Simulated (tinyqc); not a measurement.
X-ray reflectivity of a thin film on silicon: critical angles, Parratt recursion, fringes and roughness: one step, computed by the program tinyqc. Command: `OMP_NUM_THREADS=1 python tinyqc.py 3120567 3120568 out.jsonl xrr walk`. One thread of a shared host (Intel(R) Xeon(R) Processor @ 2.30GHz), about 0.01 s of CPU time with the checks.

n = 1 - delta + i beta; the classical electron radius is r_e = 2.8179403e-6 nm. Layer 0 is vacuum, 1 the film, 2 the substrate.

Task: Optical constants. delta = r_e lambda^2 rho_e/(2 pi), rho_e = density x electrons per mass x N_A; critical angle sqrt(2 delta), q_c = 4 sqrt(pi r_e rho_e).

Inputs (values chosen for the exercise, modelled on a porous low-k film on silicon, copper K-alpha radiation):
```
quantity,value,unit
wavelength lambda,0.15406,nm
film density rho,1.38,g/cm^3
"effective electrons per unit mass, film",0.521,mol/g
"beta/delta, film",0.0091,-
substrate density,2.33,g/cm^3
"effective electrons per unit mass, substrate",0.507,mol/g
"beta/delta, substrate",0.023,-
```

Constants: N_A = 6.02214076e+23 1/mol.

Give: the table «Constants» with the columns rho_e (1/nm^3), delta, beta, critical angle (degrees), q_c (1/nm), for layer = film, substrate.

Result:

Constants:
```
layer,rho_e (1/nm^3),delta,beta,critical angle (degrees),q_c (1/nm)
film,433.0,4.609e-06,4.194e-08,0.1740,0.2476
substrate,711.4,7.573e-06,1.742e-07,0.2230,0.3174
```

The film is less dense in electrons than the substrate, so a second edge from the substrate can show.
